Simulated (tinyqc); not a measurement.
Defect, radiative and Auger recombination at equal electron and hole densities (ABC model): one step. Shares, lifetimes and light. Five cases, with inputs chosen for the exercise.

Task: Shares of the three paths; lifetime n/G = 1/(Ae + B n + C n^2); differential lifetime 1/(Ae + 2 B n + 3 C n^2) and bandwidth 1/(2 pi tau_d); optical power density ex IQE J Eph/e.

J/(e d) = Ae n + B n^2 + C n^3 with Ae = A + 4 S/w (four side walls, carriers spread evenly), e = 1.602176634e-19 C, lengths in cm; internal efficiency IQE = B n^2/(Ae n + B n^2 + C n^3); all injected carriers recombine in the layer.

Case 1.

Values chosen (orders of magnitude like those quoted for Si; shifted at random, so the results belong to these values and not to a real crystal): B = 5.7e-15 cm^3/s (radiative coefficient); C = 1.7e-30 cm^6/s (Auger coefficient); J = 0.33 A/cm^2 (current density); ex = 0.28 (extraction efficiency); Eph = 1.14 eV (photon energy).

Ae = 10000.0 1/s
n = 1.62796e+16 1/cm^3

Case 2.

Values chosen (orders of magnitude like those quoted for InP; shifted at random, so the results belong to these values and not to a real crystal): B = 1.9e-10 cm^3/s (radiative coefficient); C = 5.1e-31 cm^6/s (Auger coefficient); J = 1100 A/cm^2 (current density); ex = 0.03 (extraction efficiency); Eph = 1.33 eV (photon energy).

Ae = 2.90069e+07 1/s
n = 1.52907e+18 1/cm^3

Case 3.

Values chosen (orders of magnitude like those quoted for InP; shifted at random, so the results belong to these values and not to a real crystal): B = 1.2e-10 cm^3/s (radiative coefficient); C = 6.5e-31 cm^6/s (Auger coefficient); J = 99 A/cm^2 (current density); ex = 0.82 (extraction efficiency); Eph = 1.33 eV (photon energy).

Ae = 1.20000e+07 1/s
n = 8.39654e+17 1/cm^3

Case 4.

Values chosen (orders of magnitude like those quoted for Si; shifted at random, so the results belong to these values and not to a real crystal): B = 3.5e-15 cm^3/s (radiative coefficient); C = 2.7e-30 cm^6/s (Auger coefficient); J = 140 A/cm^2 (current density); ex = 0.8 (extraction efficiency); Eph = 1.11 eV (photon energy).

Ae = 6723.81 1/s
n = 2.19331e+17 1/cm^3

Case 5.

Values chosen (orders of magnitude like those quoted for Ge; shifted at random, so the results belong to these values and not to a real crystal): B = 4e-14 cm^3/s (radiative coefficient); C = 2.3e-31 cm^6/s (Auger coefficient); J = 10 A/cm^2 (current density); ex = 0.54 (extraction efficiency); Eph = 0.67 eV (photon energy).

Ae = 77000.0 1/s
n = 1.56232e+18 1/cm^3

Give: shares; lifetime; differential lifetime; bandwidth; optical power density.

Result:

Case 1.

shares: defect 0.9485, radiative 0.0088, Auger 0.0427

lifetime = 9.48e+04 ns
differential lifetime = 8.67e+04 ns
bandwidth = 0.00184 MHz
optical power density = 0.000927 W/cm^2

The defect path is the largest; the device runs below its efficiency peak, where the defect and Auger shares are equal.

Case 2.

shares: defect 0.0904, radiative 0.9058, Auger 0.0037

lifetime = 3.12 ns
differential lifetime = 1.63 ns
bandwidth = 97.7 MHz
optical power density = 39.8 W/cm^2

The radiative path is the largest; the device runs below its efficiency peak, where the defect and Auger shares are equal.

Case 3.

shares: defect 0.1060, radiative 0.8900, Auger 0.0040

lifetime = 8.83 ns
differential lifetime = 4.65 ns
bandwidth = 34.2 MHz
optical power density = 96.1 W/cm^2

The radiative path is the largest; the device runs below its efficiency peak, where the defect and Auger shares are equal.

Case 4.

shares: defect 0.0489, radiative 0.0056, Auger 0.9455

lifetime = 7.28e+03 ns
differential lifetime = 2.51e+03 ns
bandwidth = 0.0633 MHz
optical power density = 0.695 W/cm^2

The Auger path is the largest; the device runs above its efficiency peak, where the defect and Auger shares are equal.

Case 5.

shares: defect 0.1099, radiative 0.0892, Auger 0.8010

lifetime = 1.43e+03 ns
differential lifetime = 530 ns
bandwidth = 0.300 MHz
optical power density = 0.323 W/cm^2

The Auger path is the largest; the device runs above its efficiency peak, where the defect and Auger shares are equal.

Computed by tinyqc, one run a case: `OMP_NUM_THREADS=1 python tinyqc.py N N+1 out.jsonl` with N = 1651733, 1651814, 1651862, 1651926, 1651974; one thread of a shared Intel(R) Xeon(R) Processor @ 2.30GHz, about 0.01 s a run at most.
